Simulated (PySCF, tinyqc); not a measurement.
Inside a calculation. Method: CCSD on RHF in the sto-3g basis, for H3-, spin multiplicity 1. The basis has no diffuse functions, so it cannot describe the extra electron: this is an exercise in the method, not the real anion. The lowest restricted solution is unstable here: a spin-polarised one lies 0.0555 hartree lower (PySCF). One step of it, computed by the program tinyqc.

Task: Iteration 1: building the Fock matrix. J_ij = sum D_kl (ij|kl), K_ij = sum D_kl (ik|jl); F = H + J - 0.5 K; E = tr D H + tr D J / 2 - 0.25 tr D K + E_nn.

D at the start, lower triangle:
```
          1H 1s      2H 1s     3H 1s
1H 1s  0.379487
2H 1s  0.340887   2.215871
3H 1s  0.333578  -1.620616  2.224153
```

core Hamiltonian H = T + V (hartree), lower triangle:
```
           1H 1s      2H 1s      3H 1s
1H 1s  -1.567347
2H 1s  -1.064138  -1.517005
3H 1s  -1.063632  -0.942566  -1.516789
```

Two-electron integrals (ij|kl) in chemists' order, unique and non-zero (hartree):
```
(11|11) 0.774606   (21|11) 0.347320   (21|21) 0.193458   (22|11) 0.504515
(22|21) 0.347320   (22|22) 0.774606   (31|11) 0.347105   (31|21) 0.172771
(31|22) 0.274736   (31|31) 0.193249   (32|11) 0.254207   (32|21) 0.153513
(32|22) 0.295873   (32|31) 0.153442   (32|32) 0.146006   (33|11) 0.504367
(33|21) 0.274819   (33|22) 0.468527   (33|31) 0.347105   (33|32) 0.295873
(33|33) 0.774606
```

nuclear repulsion = 1.66286512 hartree

Give: Coulomb J; exchange K; Fock matrix F; total energy of this density.

Result:

Coulomb J (hartree), lower triangle:
```
        1H 1s   2H 1s   3H 1s
1H 1s  2.1781
2H 1s  1.2622  2.4111
3H 1s  1.2619  1.1439  2.4124
```

exchange K (hartree), lower triangle:
```
        1H 1s   2H 1s   3H 1s
1H 1s  1.0608
2H 1s  0.9290  1.4948
3H 1s  0.9281  0.6722  1.4969
```

Fock matrix F (hartree), lower triangle:
```
         1H 1s    2H 1s   3H 1s
1H 1s   0.0803
2H 1s  -0.2664   0.1466
3H 1s  -0.2658  -0.1347  0.1471
```

total energy of this density = -0.811890 hartree
